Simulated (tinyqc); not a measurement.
# From b back to z J_AB

Model: two-sublattice mean-field magnet: ferrimagnet, compensation points and susceptibility. Computed by tinyqc, a small Python program. Command: `OMP_NUM_THREADS=1 python tinyqc.py 3004263 3004264 out.jsonl ferri inv`. One thread of a shared host (Intel(R) Xeon(R) Processor @ 2.30GHz), about 0.02 s of CPU time with the checks.

A random alloy A(1-x)B(x) with H = -sum over pairs J S_i.S_j. a = <S_A> and b = <S_B> are taken along z, a > 0. Exchange fields: h_A = (1 - x) zJ_AA a + x zJ_AB b, h_B = (1 - x) zJ_AB a + x zJ_BB b; a = S_A B_(S_A)(S_A h_A/(k_B T)) and likewise for b, with the Brillouin function B_S(y) = [(2S + 1)/(2S)] coth[(2S + 1) y/(2S)] - [1/(2S)] coth[y/(2S)].

Inputs (values chosen for the exercise, for a model ferrimagnet):
```
quantity                 value  unit
spin S_A                   2.5     -
spin S_B                   3.5     -
fraction x of B sites     0.22     -
z J_AA                    21.2   meV
z J_BB                    0.66   meV
T over T_c                0.55     -
largest number of steps   3000     -
```

Constants: k_B = 8.617333262e-05 eV/K.

Method. Linearised, T (a, b) = M (a, b) with M_ij = S_i (S_i + 1) c_j zJ_ij/(3 k_B), c_A = 1 - x, c_B = x. T_c is the larger eigenvalue, and its eigenvector gives b/a at onset, (T_c - M_AA)/M_AB. Repeat from a = S_A, b = -S_B until a and b change by less than 1e-10.

Problem. A run gave the result below. Find the z J_AB, known to lie between -11 and -5.1 meV.

b = -2.068116

Solution.

Each step takes the trial c = (a f_b - b f_a)/(f_b - f_a), f being the result less the target; c replaces end b, the old b replaces a if the sign of f changed, and otherwise f_a is halved.

Scan of the range:
```
z J_AB (meV)         b
-11.00        -2.42940
-10.00        -2.33065
-9.03         -2.21811
-8.05         -2.08463
-7.07         -1.92804
-6.08         -1.74320
-5.10         -1.53121
```

False position (Illinois rule) inside the bracket:
```
step     end a     end b     trial         b
1     -8.05000  -7.07000  -7.94664  -2.06926
2     -7.07000  -7.94664  -7.93952  -2.06819
3     -7.07000  -7.93952  -7.93855  -2.06805
4     -7.93952  -7.93855  -7.93900  -2.06812
5     -7.93855  -7.93900  -7.93900  -2.06812
```

b rises at every point of a 13-point scan of the range (every second point is shown), so one value fits; it is bracketed by -8.05 and -7.07. Answer: z J_AB = -7.939 meV.
